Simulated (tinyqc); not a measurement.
Stretching all distances: RHF, UHF, MP2, CISD and CCSD against full CI in the sto-3g basis, for H3+, spin multiplicity 1. Computed by the program tinyqc with PySCF. All coordinates are multiplied by the scale. c0^2 is the weight of the RHF determinant in the lowest singlet FCI state (UHF is spin-contaminated and may lie near states of higher spin) and n(LUMO) the first natural occupation beyond the occupied space.

Geometry (angstrom):
```
atom       x       y        z
H     0.0000  0.0000   0.0000
H     0.0000  0.0000   0.7990
H     0.0000  0.0000  -0.7990
```

Full CI energy (hartree) and errors against it (kcal/mol):
```
scale  distance 1-2 (angstrom)    E(FCI)     RHF     UHF     MP2   CISD   CCSD  <S^2> UHF   c0^2  n(LUMO)
0.930                    0.743  -1.21568  15.532  15.532   4.956  0.000  0.000      0.000  0.980    0.035
1.260                    1.007  -1.22383  22.717  22.717   7.436  0.000  0.000      0.000  0.961    0.068
1.590                    1.270  -1.16476  31.949  23.552  10.162  0.000  0.000      0.477  0.929    0.113
1.920                    1.534  -1.09798  44.508  18.596  13.135  0.000  0.000      0.729  0.882    0.175
2.250                    1.798  -1.04333  60.037  13.999  14.993  0.000  0.000      0.860  0.821    0.248
2.580                    2.061  -1.00444  76.492  10.842  13.231  0.000  0.000      0.929  0.762    0.318
2.910                    2.325  -0.97841  91.697   7.838   5.818  0.000  0.000      0.976  0.715    0.376
```

What does the comparison show, and why?

UHF parts from RHF first at scale 1.59 of those listed, where <S^2> leaves zero. The weight c0^2 goes from 0.98 to 0.71 and n(LUMO) from 0.04 to 0.38: static correlation grows as the bonds break into open-shell fragments. The spread of the error along the curve, which distorts its shape, is CISD 0.0, CCSD 0.0, MP2 10.0, UHF 15.7, RHF 76.2 kcal/mol. With two electrons CISD and CCSD are exact.
